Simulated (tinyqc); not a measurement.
Ballistic transport through the one-dimensional subbands of a rectangular nanowire or nanosheet channel: one step, computed by the program tinyqc. Command: `OMP_NUM_THREADS=1 python tinyqc.py 3004567 3004568 out.jsonl wire walk`. One thread of a shared host (Intel(R) Xeon(R) Processor @ 2.30GHz), about 0.03 s of CPU time with the checks.

Hard walls, parabolic subbands, transport along x. Energies are counted from the bulk conduction band edge at the top of the barrier, which the gate pulls down by U; the source Fermi level lies at the bulk edge when U = 0.

Task: Conductance, capacitance and scattering. Linear conductance G = (2 e^2/h) sum_i g f(eta_i), g = 2, f = 1/(1 + exp(-eta_i)), with the barrier frozen at the eta_i above; current per perimeter I/(2(a + b)); with scattering, transmission lambda/(lambda + L) and low-bias resistance (1 + L/lambda)/G.

Inputs (values chosen for the exercise, modelled on silicon):

| quantity | value | unit |
|---|---|---|
| height a | 2.5 | nm |
| width b | 3.3 | nm |
| temperature T | 300 | K |
| mean free path for back-scattering lambda | 16 | nm |
| channel length L | 54 | nm |

Valleys: silicon [100] wire.

Occupation:

| subband | eta_i | n_i (1/nm) | I_i (microampere) |
|---|---|---|---|
| 1 | 3.20864 | 7.527187e-01 | 1.476795e+00 |
| 2 | -0.94409 | 1.075767e-01 | 3.771276e-01 |
| 3 | -4.29871 | 4.583283e-03 | 1.726236e-02 |
| 4 | -5.25272 | 1.774482e-03 | 6.695794e-03 |
| 5 | -6.53775 | 1.088589e-03 | 1.858221e-03 |
| 6 | -12.43376 | 1.354495e-06 | 5.117005e-06 |
| 7 | -16.81097 | 1.701310e-08 | 6.427207e-08 |
| 8 | -17.88096 | 5.835690e-09 | 2.204607e-08 |
| 9 | -22.48723 | 5.829272e-11 | 2.202182e-10 |
| 10 | -25.38831 | 3.203984e-12 | 1.210401e-11 |

ballistic current I = 1.879744 microampere

Constants: e = 1.602176634e-19 C; h = 6.62607015e-34 J s.

Give: open modes sum g f; ballistic conductance; current per perimeter; transmission; low-bias resistance with scattering.

Result:

open modes sum g f = 2.5226

ballistic conductance = 195.45 microsiemens

current per perimeter = 162.05 microampere/micrometre

transmission = 0.22857

low-bias resistance with scattering = 22.384 kiloohm

Even without scattering the wire has h/(2 e^2 M) = 5.12 kiloohm, which sits in the contacts.
